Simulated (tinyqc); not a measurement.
Resistive crossbar, vector-matrix product with wire resistance: one step of the calculation.

2 rows and 2 columns. Cell (i, j) joins row node wij to column node bij. Each row is driven at its left end through one wire segment rw; neighbouring nodes along a row or a column are joined by rw; each column ends below the last row in one more rw and a virtual ground, where its current is read. Ideal output: I_j = sum_i V_i G_ij.

Question. Node voltages and column currents. Solve A x = b; I_j = b2j/rw.

Values chosen for this exercise: wire resistance between neighbouring cells rw = 50 ohm.

A (uS):
```
        w11        w12     w21     w22     b11        b12     b21     b22
w11   40180     -20000       0       0    -180          0       0       0
w12  -20000  20059.000       0       0       0        -59       0       0
w21       0          0   40090  -20000       0          0     -90       0
w22       0          0  -20000   20110       0          0       0    -110
b11    -180          0       0       0   20180          0  -20000       0
b12       0        -59       0       0       0  20059.000       0  -20000
b21       0          0     -90       0  -20000          0   40090       0
b22       0          0       0    -110       0     -20000       0   40110
```

b (uA): w11 6000, w12 0, w21 3600, w22 0, b11 0, b12 0, b21 0, b22 0

Wanted: row nodes; column nodes; column currents.

Answer.

row nodes (mV): w11 296.52, w12 295.66, w21 178.25, w22 177.28
column nodes (mV): b11 6.0159, b12 2.6935, b21 3.4014, b22 1.8292
column currents (uA): column 1 68.027, column 2 36.585

Program tinyqc, `OMP_NUM_THREADS=1 python tinyqc.py 2880148 2880149 out.jsonl`; Intel Xeon 2.30GHz, shared host, one thread, about 0.04 s.
